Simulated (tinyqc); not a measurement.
Two-mode optical phonons of a ternary alloy from two coupled oscillators: one step, computed by the program tinyqc.

An alloy A(x)B(1-x)C has an A-C and a B-C bond oscillator. Each TO frequency moves linearly from the impurity mode (dilute end) to the TO of the pure crystal; each strength is proportional to the number of bonds.

Problem. The two oscillators. omega_1 = (impurity mode of A) + x (omega_TO,AC - impurity mode of A); omega_2 = (impurity mode of B) + (1 - x)(omega_TO,BC - impurity mode of B); eps_inf = x eps_AC + (1 - x) eps_BC; strengths W_1 = x eps_AC (omega_LO,AC^2 - omega_TO,AC^2), W_2 = (1 - x) eps_BC (omega_LO,BC^2 - omega_TO,BC^2).

Inputs (values chosen for the exercise, modelled on Al(x)Ga(1-x)As, with A-C the AlAs-like and B-C the GaAs-like bond):
```
quantity,value,unit
omega_TO of pure AC,361.2,1/cm
omega_LO of pure AC,405.9,1/cm
omega_TO of pure BC,267,1/cm
omega_LO of pure BC,294.3,1/cm
eps_inf of AC,8.07,-
eps_inf of BC,10.9,-
impurity mode of A in BC,358.4,1/cm
impurity mode of B in AC,251.7,1/cm
fraction x of A,0.17,-
```

Give: omega_1 (A-C, TO); omega_2 (B-C, TO); eps_inf; W_1; W_2.

Solution.

omega_1 (A-C, TO) = 358.876 1/cm

omega_2 (B-C, TO) = 264.399 1/cm

eps_inf = 10.4189

W_1 = 47042 1/cm^2

W_2 = 1.386e+05 1/cm^2
